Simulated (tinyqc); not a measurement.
# Worked calculation: energy and delay of logic against supply voltage

Computed by the program tinyqc: `OMP_NUM_THREADS=1 python tinyqc.py 2082084 2082085 out.jsonl`, one thread of a shared Intel Xeon 2.30GHz, about 0.01 s for the whole run. Printed values are rounded.

One expression serves below and above threshold: I(Vg) = Ik [ln(1 + exp((Vg - VT + dd V)/(al nf Vt)))]^al, with I_on = I(V) and I_off = I(0). Gate delay td = kd C V/I_on, clock period LD td. Per gate and cycle the switching energy is act C V^2 and the leakage energy I_off V LD td. No short-circuit current, no variation. Minima are sought above 0.09 V; below a few Vt gates no longer switch and the model has no meaning.

Parameters, values chosen for the exercise; values of the order met in logic technologies: temperature T = 330 K; threshold voltage at zero drain bias VT = 0.26 V; slope factor nf = 1.11; barrier lowering per volt of supply dd = 0.07; specific current of a gate Ik = 1.5 uA; exponent of the current law al = 1.89; load capacitance of a gate C = 0.71 fF; delay factor kd = 1.2; logic depth LD = 40; activity factor act = 0.02; supply voltage V = 1.07 V.

Constants: q = 1.602176634e-19 C, kB = 1.380649e-23 J/K, Vt = kB T/q. Results are converted to the units shown.

## Currents, delay and energies

I_on, I_off, td, clock frequency 1/(LD td), both energies and their sum.

I_on = 245.3025 uA
I_off = 4.085730 nA
td = 3.716391 ps
clock frequency = 6.726956 GHz
switching energy = 16.25758 aJ
leakage energy = 0.6498825 aJ
energy = 16.90746 aJ

I_on/I_off = 60000; leakage makes up 3.84 % of the energy.

## Starting value

V = 0.34 V.

V at the start = 0.34 V

## Iteration 1: new V

Minimum-energy supply: E(V) is the energy per gate and cycle; with h = 0.001 V, E' = (E(V + h) - E(V - h))/(2 h), E'' = (E(V - h) - 2 E(V) + E(V + h))/h^2, V(new) = V - E'/E''.

E' = 5.077703 aJ/V
E'' = 102.0160 aJ/V^2
V after iteration 1 = 0.2902264 V

## Iteration 2: new V

As before.

E' = -2.393031 aJ/V
E'' = 217.1613 aJ/V^2
V after iteration 2 = 0.3012460 V

## Course of the iteration

Stop when the step is below 1e-9 V, or after 40 iterations.

Course of the iteration:
```
iteration  V before the step (V)  step (V)
1                           0.34   -0.0498
2                      0.2902264    0.0110
3                      0.3012460   1.14e-3
4                      0.3023889   1.07e-5
5                      0.3023996  6.35e-10
```

Converged in 5 iterations. There leakage makes up 40.5 % of the energy and the clock runs at 261 MHz.
